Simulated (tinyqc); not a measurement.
Quasiparticle equation with a plasmon-pole self-energy for two band edges: one step. Linearised one-shot correction. Three cases, with inputs chosen for the exercise.

Task: Evaluate Sc and its slope at the mean-field energy; E = e + Z (X + Sc).

For each edge E = e + X + Sc(E), with the correlation part Sc(E) = A[0]/(E - a + w) + A[1]/(E - b - w); a and b are the valence and conduction energies that enter the Green function (a = ev, b = ec in the one-shot scheme). Z = 1/(1 - dSc/dE), dSc/dE = -A[0]/(E - a + w)^2 - A[1]/(E - b - w)^2.

Case 1.

Values chosen (scales of the order of those of GaN; the results hold for these values, not for the real material): ev = 0 eV (mean-field valence top); ec = 1.97 eV (mean-field conduction edge); w = 17.9 eV (pole energy); Av = (34.9, 17.2) eV^2 (weights of the valence state on the hole and electron poles); Ac = (17.2, 37.6) eV^2 (the same for the conduction state); Xv = -1.66 eV (exchange minus the mean-field potential, valence); Xc = 2.26 eV (the same, conduction).

Case 2.

Values chosen (scales of the order of those of SiO2; the results hold for these values, not for the real material): ev = 0 eV (mean-field valence top); ec = 5.71 eV (mean-field conduction edge); w = 20.3 eV (pole energy); Av = (54.3, 23.5) eV^2 (weights of the valence state on the hole and electron poles); Ac = (24.4, 57) eV^2 (the same for the conduction state); Xv = -3.58 eV (exchange minus the mean-field potential, valence); Xc = 3.68 eV (the same, conduction).

Case 3.

Values chosen (scales of the order of those of GaN; the results hold for these values, not for the real material): ev = 0 eV (mean-field valence top); ec = 1.95 eV (mean-field conduction edge); w = 16.7 eV (pole energy); Av = (33, 17.7) eV^2 (weights of the valence state on the hole and electron poles); Ac = (16.7, 32) eV^2 (the same for the conduction state); Xv = -1.77 eV (exchange minus the mean-field potential, valence); Xc = 1.93 eV (the same, conduction).

Give: Terms; gap; gap with Z = 1.

Result:

Case 1.

Terms:
```
edge        Sc (eV)   dSc/dE       Z  X + Sc (eV)   E (eV)
valence      1.0841  -0.1525  0.8677      -0.5759  -0.4997
conduction  -1.2349  -0.1609  0.8614       1.0251   2.8530
```

gap = 3.3527 eV
gap with Z = 1 = 3.5710 eV

The gap opens by 1.383 eV, 36 % of it by lowering the valence top. Setting Z = 1 would overshoot by 0.218 eV. X and Sc have opposite signs and are each larger than the sum they leave, so both must be converged well.

Case 2.

Terms:
```
edge        Sc (eV)   dSc/dE       Z  X + Sc (eV)   E (eV)
valence      1.7714  -0.1665  0.8573      -1.8086  -1.5505
conduction  -1.8698  -0.1744  0.8515       1.8102   7.2514
```

gap = 8.8019 eV
gap with Z = 1 = 9.3288 eV

The gap opens by 3.092 eV, 50 % of it by lowering the valence top. Setting Z = 1 would overshoot by 0.527 eV.

Case 3.

Terms:
```
edge        Sc (eV)   dSc/dE       Z  X + Sc (eV)   E (eV)
valence      1.0270  -0.1692  0.8553      -0.7430  -0.6355
conduction  -1.0207  -0.1628  0.8600       0.9093   2.7320
```

gap = 3.3675 eV
gap with Z = 1 = 3.6023 eV

The gap opens by 1.417 eV, 45 % of it by lowering the valence top. Setting Z = 1 would overshoot by 0.235 eV. X and Sc have opposite signs and are each larger than the sum they leave, so both must be converged well.

Computed by tinyqc, one run a case: `OMP_NUM_THREADS=1 python tinyqc.py N N+1 out.jsonl` with N = 1850336, 1850423, 1850491; one thread of a shared Intel(R) Xeon(R) Processor @ 2.30GHz, about 0.03 s a run at most.
